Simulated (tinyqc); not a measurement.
The same layer on three faces: model-solid line-up of a strained alloy layer on a substrate.

All values of the alloy are linear in x but the gap, Eg(x) = (1 - x) Eg_A + x Eg_B - C x (1 - x), and the valence edge, Ev(x) = (1 - x) Ev_A + x Ev_B + fv C x (1 - x); Ec = Ev + Eg. Ev is the top of the unstrained valence band on a scale common to all materials. In the layer only the Gamma valley of the conduction band is followed, also where an X or L valley would lie lower.

Coherent growth: e_par = (a_s - a)/a. (001): e_perp = -2 (C12/C11) e_par; exx = eyy = e_par, ezz = e_perp, no shear. (111): e_perp = -(2 C11 + 4 C12 - 4 C44)/(C11 + 2 C12 + 4 C44) e_par; exx = eyy = ezz = (2 e_par + e_perp)/3 and exy = eyz = ezx = (e_perp - e_par)/3. (110): e_perp = -(C11 + 3 C12 - 2 C44)/(C11 + C12 + 2 C44) e_par; exx = eyy = (e_par + e_perp)/2, ezz = e_par, exy = (e_perp - e_par)/2, eyz = ezx = 0.

Strained edges: Ec + ac tr(e); the valence edges are Ev plus the levels of the 6 x 6 matrix of X, Y, Z times spin with -Dso/3 + l exx + m (eyy + ezz) on the diagonal (cyclic), n exy off it, l = av + 2 b, m = av - b, n = sqrt(3) d. Spin-orbit term (Dso/3) L.sigma on X, Y, Z with (L_k)_ij = -i epsilon_kij: <X+|H|Y+> = -i Dso/3, <X+|H|Z-> = Dso/3, <Y+|H|Z-> = -i Dso/3, <Z+|H|X-> = -Dso/3, <Z+|H|Y-> = i Dso/3, <X-|H|Y-> = i Dso/3, and their conjugates; + and - are the spin along z.

Values chosen for the exercise (A near GaP, B near InP, substrate near Ge; not measured data):
```
symbol  value           unit      meaning
a       (5.457, 5.876)  angstrom  lattice constant of A, B
Eg      (2.881, 1.414)  eV        gap at Gamma to the s-like level of A, B
Dso     (0.08, 0.109)   eV        spin-orbit splitting of A, B
Ev      (-1.26, -0.94)  eV        top of the unstrained valence band of A, B
ac      (-8.32, -5.93)  eV        conduction deformation potential of A, B
av      (1.68, 0.6)     eV        valence hydrostatic potential of A, B
b       (-1.58, -2)     eV        tetragonal shear potential of A, B
d       (-4.62, -4.99)  eV        trigonal shear potential of A, B
C11     (138.8, 102)    GPa       of A, B
C12     (62, 56.7)      GPa       of A, B
C44     (69.8, 45.7)    GPa       of A, B
C       0.636           eV        bowing of the gap
fv      0                         share of the bowing taken by the valence edge
a_s     5.66            angstrom  substrate
x       0.88                      fraction of B
```

Composition and substrate are kept.

Cases:
```
face
(001)
(111)
(110)
```

Rank the cases by gap (eV), lowest first.

Answer: (001), (110), (111).

Results:
```
face,e_perp (%),tr(e) (%),shift of Ec (meV),shift of Ev (meV),valence splitting (meV),gap (eV)
(001),3.065,-2.624,163.1,96.1,62.6,1.5899
(111),1.697,-3.993,248.2,100.5,63.5,1.6705
(110),1.976,-3.713,230.9,113.3,90.7,1.6404
```

The layer yields most along the normal on (001) and least on (111), so the volume change, and with it the shift of Ec, is largest on (111). The valence splitting, set by b on (001), by d on (111) and by both on (110), is largest on (110). The gaps span 81 meV, from (001) to (111).

tinyqc: `OMP_NUM_THREADS=1 python tinyqc.py 1080487 1080488 out.jsonl`; about 0.02 s, one thread, shared Intel(R) Xeon(R) Processor @ 2.30GHz.
